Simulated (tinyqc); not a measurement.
What moves the results: density of states of one tight-binding band on the simple cubic lattice. A value that a table varies takes the place of the one given here.

E(k) = -2 t (c1 + c2 + c3) - 4 t2 (c1 c2 + c2 c3 + c3 c1) with ci = cos(2 pi ki); k in fractions of the reciprocal vectors, mesh k_i = j/N with j = 0 .. N-1. Densities are per cell and per spin, so the band holds one state.

Each cube of the mesh, corners numbered 0 to 7 as the binary number (i j l), is cut into six tetrahedra around the diagonal 0-7: 0137, 0157, 0237, 0267, 0457, 0467. For corner energies e1 <= e2 <= e3 <= e4 and eij = ei - ej, the share of the tetrahedron below E is n = (E - e1)^3/(e21 e31 e41) for e1 < E < e2; n = [e21^2 + 3 e21 x + 3 x^2 - (e31 + e42) x^3/(e32 e42)]/(e31 e41) with x = E - e2 for e2 < E < e3; n = 1 - (e4 - E)^3/(e41 e42 e43) for e3 < E < e4; its density of states is g = dn/dE.

Gaussian broadening: g(E) = mean over the mesh of exp(-(E - E_k)^2/(2 sigma^2))/(sigma sqrt(2 pi)), n(E) = mean of erfc((E_k - E)/(sigma sqrt 2))/2.

Inputs chosen for the exercise: t = 0.82 eV (nearest hopping); t2 = 0 eV (second hopping); N2 = 12 (mesh points along each axis in this comparison); sigma = 0.082 eV (Gaussian width); E = 2.6 eV (energy at which the density is wanted).

## Three ways to the same curve

N = N2 here; the reference is the linear method with N = 36.

g(E) (1/eV):

| E (eV) | reference | linear tetrahedra | Gaussian, sigma | Gaussian, sigma/4 | reference n(E) |
|---|---|---|---|---|---|
| -4.025 | 0.037 | 0.037 | 0.026 | 0.000 | 0.021 |
| -3.130 | 0.064 | 0.063 | 0.104 | 0.002 | 0.066 |
| -2.236 | 0.101 | 0.101 | 0.207 | 0.793 | 0.138 |
| -1.341 | 0.176 | 0.178 | 0.199 | 0.001 | 0.265 |
| -0.447 | 0.175 | 0.178 | 0.038 | 0.000 | 0.422 |
| 0.448 | 0.175 | 0.178 | 0.039 | 0.000 | 0.578 |
| 1.343 | 0.176 | 0.178 | 0.203 | 0.001 | 0.735 |
| 2.237 | 0.101 | 0.101 | 0.207 | 0.801 | 0.862 |
| 3.132 | 0.064 | 0.063 | 0.102 | 0.001 | 0.935 |
| 4.026 | 0.037 | 0.037 | 0.026 | 0.000 | 0.979 |

What can be read from the table?

Root-mean-square errors against the reference: 0.0017 for linear tetrahedra, 0.0800 for sigma and 0.3317 for sigma/4. The narrow Gaussian is worse than the wide one, because it resolves the separate mesh levels. The reference is highest at -1.341 and 1.343 eV of the energies listed, and half filling lies between -0.447 and 0.448 eV.

## Convergence with the mesh

At the energy E; the plain count is the share of mesh points below E; the reference is the linear method with N = 36.

Results:

| N | points | g linear | n linear | g Gaussian | n Gaussian | n plain count |
|---|---|---|---|---|---|---|
| 4 | 64 | 0.0763 | 0.9410 | 0.0000 | 0.8906 | 0.8906 |
| 6 | 216 | 0.0791 | 0.9142 | 0.0734 | 0.9092 | 0.9120 |
| 8 | 512 | 0.0833 | 0.9061 | 0.0124 | 0.8890 | 0.8887 |
| 12 | 1728 | 0.0829 | 0.9000 | 0.0258 | 0.9001 | 0.9010 |
| 16 | 4096 | 0.0829 | 0.8980 | 0.0714 | 0.8933 | 0.8918 |
| 20 | 8000 | 0.0835 | 0.8969 | 0.0954 | 0.8953 | 0.8934 |

reference n and g: 0.8957  0.0836

What can be read from the table?

The linear n(E) stays within 0.002 of the reference from N = 20 on. The Gaussian g still moves by more than 1 % between the last two meshes. At the last mesh it lies +0.012 1/eV from the reference g and the linear g 0.000. The plain count errs by -0.0023 at the last mesh.

## Critical points

The gradient vanishes at these points by symmetry; the signs of the eigenvalues of the second-derivative matrix give the type.

Critical points:

| point | k | E (eV) | positive | negative | type |
|---|---|---|---|---|---|
| Gamma | (0, 0, 0) | -4.9200 | 3 | 0 | minimum |
| X | (0.5, 0, 0) | -1.6400 | 2 | 1 | saddle |
| M | (0.5, 0.5, 0) | 1.6400 | 1 | 2 | saddle |
| R | (0.5, 0.5, 0.5) | 4.9200 | 0 | 3 | maximum |

What can be read from the table?

Gamma is a minimum at -4.920 eV: its contribution to g starts as a square root. X is a saddle at -1.640 eV: g has a square-root kink there. M is a saddle at 1.640 eV: g has a square-root kink there. R is a maximum at 4.920 eV: its contribution to g ends as a square root.

## What moves the count of states

Linear method and Gaussian sum with N = 14. Each row changes one parameter from the base and keeps the others.

Results:

| case | n linear | g linear (1/eV) | n Gaussian | g Gaussian (1/eV) |
|---|---|---|---|---|
| base | 0.8988 | 0.0836 | 0.8938 | 0.0536 |
| t = 0.902 eV | 0.8778 | 0.0857 | 0.8781 | 0.0949 |
| E = 2.682 eV | 0.9055 | 0.0800 | 0.8984 | 0.0595 |
| sigma = 0.164 eV | 0.8988 | 0.0836 | 0.8941 | 0.0697 |
| t2 = 0.041 eV | 0.9077 | 0.0925 | 0.8990 | 0.0868 |

What can be read from the table?

The largest shifts from the base row, up to three for each result and ties (the steps differ in size, so this ranks the rows, not the parameters). n linear: t -0.0210, t2 +0.0090, E +0.0067; unchanged at the printed digits by sigma. g linear (1/eV): t2 +0.0089, E -0.0036, t +0.0021; unchanged at the printed digits by sigma. n Gaussian: t -0.0157, t2 +0.0052, E +0.0046. g Gaussian (1/eV): t +0.0413, t2 +0.0332, sigma +0.0161.

Program tinyqc; command `OMP_NUM_THREADS=1 python tinyqc.py 1651441 1651442 out.jsonl`; about 0.2 s on one thread of a shared Intel(R) Xeon(R) Processor @ 2.30GHz.
